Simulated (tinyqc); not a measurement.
Localisation in a chain with random site energies (transfer matrices): one step. Weak-disorder lengths.

Hopping -t; leads with site energy 0, E = -2t cos(ka). psi_(j+1) = ((e_j - E)/t) psi_j - psi_(j-1), a product of matrices M_j = [[(e_j - E)/t, -1], [1, 0]]. For M = M_N ... M_1 the transmission is T = 4 sin^2(ka)/|M21 - M12 + M22 exp(ika) - M11 exp(-ika)|^2. Long samples draw e_j = W (x_j/2147483647 - 1/2) from x_j = 16807 x_(j-1) mod 2147483647, starting at x0. The localisation length xi, in sites, is defined by ln T = -2N/xi on average; weak disorder gives xi = 24 (4t^2 - E^2)/W^2, and the mean free path for backscattering is xi/2.

Values chosen for the exercise: t = 1.07 eV (hopping); E = -0.96 eV (energy); W = 2.76 eV (full width of the disorder); a = 3.7 angstrom (spacing).

Problem. Form ka, xi, xi a and the mean free path xi a/2.

Give: ka; xi; lengths.

Solution.

ka = 1.1056 rad
xi = 11.52 sites

lengths (nm): localisation 4.264, mean free path 2.132

The formula needs xi well above one site.

tinyqc: `OMP_NUM_THREADS=1 python tinyqc.py 1482553 1482554 out.jsonl`; about 0.07 s, one thread, shared Intel(R) Xeon(R) Processor @ 2.30GHz.
